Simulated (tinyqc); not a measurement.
The product rho l across metals: free and nearly free electrons in a metal.

Constants: hbar^2/2m0 = 3.80998211 eV angstrom^2; hbar = 6.58211957e-16 eV s.

Free electrons with m = 1; fcc cells hold 4 atoms and bcc cells 2; n = atoms z/a^3, kF = (3 pi^2 n)^(1/3), rho l = hbar kF/(n e^2), e = 1.602176634e-19 C. Inputs are chosen for the exercise.

Results:
```
case     lattice  a (angstrom)  z  rho (micro-ohm cm)  kF (1/angstrom)  EF (eV)  l (nm)  rho l (1e-16 ohm m^2)
near Na      bcc         4.262  1                4.32            0.915     3.19    33.7                  14.54
near K       bcc         5.280  1                7.19            0.738     2.08    31.0                  22.32
near Al      fcc         4.012  3                2.49            1.765    11.87    15.7                   3.90
near Li      bcc         3.456  1                8.80            1.128     4.85    10.9                   9.56
near Cu      fcc         3.632  1                1.75            1.352     6.97    38.0                   6.65
near Ca      fcc         5.540  2                3.33            1.117     4.75    29.3                   9.75
```

rho l falls as n^(-2/3): it is lowest for the case near Al and highest for near K. The lowest bulk rho belongs to near Cu; in very narrow wires, where rho l rules, the order changes. Real Fermi surfaces depart from spheres, most for the polyvalent and noble metals.

(tinyqc, `OMP_NUM_THREADS=1 python tinyqc.py 1651596 1651597 out.jsonl`, Intel(R) Xeon(R) Processor @ 2.30GHz, 1 thread, shared host, about 0.01 s.)
